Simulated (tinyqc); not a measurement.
Buckled dimers of a reconstructed (001) surface, two dangling bonds a dimer: one step. One k point at the trial buckling.

In a dimer one atom moves up by z and the other down by z; the dangling bond of the up atom (more s-like) falls by gm z and that of the down atom rises by gm z. With all dimers tilted alike: H(k) = [[-gm z - 2 ta cos k, -tp - 2 tx cos k], [., gm z - 2 ta cos k]], k along the row in 1/a. Two electrons a dimer fill the lowest N of the 2N levels on the mesh k_j = (j + 1/2) pi/N. Total energy a dimer: W(z) = (2/N) sum of the filled levels + kf z^2. Repulsion between electrons is left out.

Parameters, chosen for this exercise (of the size met on diamond (001); not measured data):
- tp = 1.12 eV (pi coupling inside a dimer)
- ta = 0.16 eV (coupling between like atoms along the row)
- tx = 0.05 eV (diagonal coupling along the row)
- gm = 1.88 eV/angstrom (shift of a dangling bond with height)
- z = 0.2 angstrom (a trial buckling)
- k = 0.8 pi/a (wave vector along the row)

Question. Form H, its levels and the weight of the lower one on the up atom, (1 + gm z/sqrt((gm z)^2 + h^2))/2 with h the off-diagonal element; k is given in pi/a.

Give: H; levels; weight on the up atom.

Answer.

H (eV), rows up, down and columns alike:
```
[[-0.1171, -1.0391],
 [-1.0391, 0.6349]]
```

levels (eV): [-0.8461, 1.3639]

weight on the up atom = 0.6701

(tinyqc, `OMP_NUM_THREADS=1 python tinyqc.py 1452351 1452352 out.jsonl`, Intel(R) Xeon(R) Processor @ 2.30GHz, 1 thread, shared host, about 0.01 s.)
